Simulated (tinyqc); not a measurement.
Bandgap voltage reference from two bipolar transistors: one step of the calculation.

Two transistors of area 1 and N carry the same current I. Is(T) = Is (T/T0)^eta exp[(Vg0 q/kB)(1/T0 - 1/T)], VBE1 = Vt ln(I/Is(T)) + I rb, VBE2 = Vt ln(I/(N Is(T))) + I rb/N. The amplifier forces I R1(T) = VBE1 - VBE2 + Vos, with R(T) = R (1 + tc (T - T0)) for both resistors, and the output is Vref = VBE1 + I R2(T). Base currents and the Early effect are neglected.

Task. Operating point at another temperature. Vt = kB T/q; I = (Vt ln N + Vos)/(R1(T) - rb (1 - 1/N)).

Inputs (values chosen for the exercise); values of the order met in silicon bipolar transistors: reference temperature T0 = 300 K; band-gap voltage extrapolated to 0 K Vg0 = 1.187 V; temperature exponent of the saturation current eta = 4.3; saturation current of the unit transistor at T0 Is = 6.1e-17 A; area ratio of the second transistor N = 15; resistor across which the difference of VBE falls, at T0 R1 = 3.1 kohm; temperature coefficient of both resistors tc = 0 ppm/K; offset of the amplifier Vos = 0 mV; series resistance of the unit transistor rb = 0 ohm; output resistor at T0 R2 = 24.55 kohm; temperature T = 358 K.

Constants: q = 1.602176634e-19 C, kB = 1.380649e-23 J/K. Results are converted to the units shown.

Give: Vt; I; Is(T); VBE1; I R2; Vref.

Result.

Vt = 0.03085 V
I = 26.95 uA
Is(T) = 2.218e-13 A
VBE1 = 0.5743 V
I R2 = 0.6616 V
Vref = 1.236 V

From T0 to T, VBE1 changes by -114 mV and I R2 by 107 mV, which leaves -7.16 mV in Vref.

Numbers from tinyqc (`OMP_NUM_THREADS=1 python tinyqc.py 2062065 2062066 out.jsonl`; about 0.02 s on one thread of a shared Intel Xeon 2.30GHz).
